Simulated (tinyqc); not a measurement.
# Charge-trap memory cell: effect of the gate voltage

Channel, tunnel oxide, storage layer, blocking layer, gate. N electrons per area sit in a sheet at the centroid and shift the threshold by U = (q/eps0) N (tb/eb + xc tn/en). EOT = t1 + 3.9 (tn/en + tb/eb); tunnel field F = (Vg - U)/EOT; dN/dt = eta (J/q)(1 - N/Nm). Fowler-Nordheim: J = A F^2 exp(-B/F), A = q^2/(16 pi^2 hbar mo phi) (times 1e14 for A/cm^2 with F in V/nm, emitter mass m0), B = (4/3) sqrt(mo/C) phi^1.5, C = hbar^2/(2 m0).

After 0.001 s. The rate equation is integrated from N = 0 to the digits shown; blocking field (3.9 F + q N/eps0)/eb.

Parameters, values chosen for the exercise; oxide values close to those of silicon dioxide, storage layer close to silicon nitride, blocking layer close to silicon dioxide: tunnel barrier phi = 3.09 eV; tunnelling mass mo = 0.44 m0; tunnel oxide (permittivity 3.9) t1 = 5.5 nm; storage layer tn = 4.1 nm; its relative permittivity en = 7.5; blocking layer tb = 5.1 nm; its relative permittivity eb = 3.9; charge centroid, share of tn counted from the blocking side xc = 0.47; capture efficiency of an empty layer eta = 0.69; trap density Nm = 1.3e13 cm^-2.

Constants: q = 1.602176634e-19 C, hbar = 1.054571817e-34 J s, m0 = 9.1093837015e-31 kg, eps0 = 8.8541878128e-14 F/cm where lengths are in cm, hbar^2/(2 m0) = 0.0380998212 eV nm^2. Results are converted to the units shown.

Result of one run:
```
Vg (V)    N/Nm  U (V)  F (V/nm)  blocking field (V/nm)
16.1    0.9114  3.354     1.001                  1.551
```

What becomes of these results when the gate voltage less flat band and surface potential Vg is changed from 16.1 to 13.6 V, all else the same?

Result of the changed run:
```
Vg (V)    N/Nm  U (V)  F (V/nm)  blocking field (V/nm)
13.6    0.4183  1.539    0.9473                  1.200
```

The whole series:
```
Vg (V)    N/Nm   U (V)  F (V/nm)  blocking field (V/nm)
12.7    0.2206  0.8118    0.9337                  1.067
13.6    0.4183   1.539    0.9473                  1.200
14.4    0.5946   2.188    0.9591                  1.318
15.3    0.7777   2.862    0.9769                  1.446
16.1    0.9114   3.354     1.001                  1.551
17      0.9928   3.654     1.048                  1.647
17.8     1.000   3.681     1.109                  1.712
18.7     1.000   3.681     1.180                  1.783
```

U rises from 0.812 to 3.68 V; the slope between neighbouring rows is at most 0.811 and 0 between the last two rows. In the upper rows it falls short of the 1 of a floating gate because capture weakens as the traps fill (100 % in the last row); where little charge has entered in the time given, the slope is small in any case. The blocking field reaches 17.8 MV/cm, where electrons may escape to the gate, which the model leaves out.

Range of the model: The Fowler-Nordheim form needs F t1 above phi; trap-assisted paths and leakage through the blocking layer are left out.

tinyqc, about 0.06 s, one thread, Intel Xeon 2.30GHz (shared host): `OMP_NUM_THREADS=1 python tinyqc.py 2130166 2130167 out.jsonl`
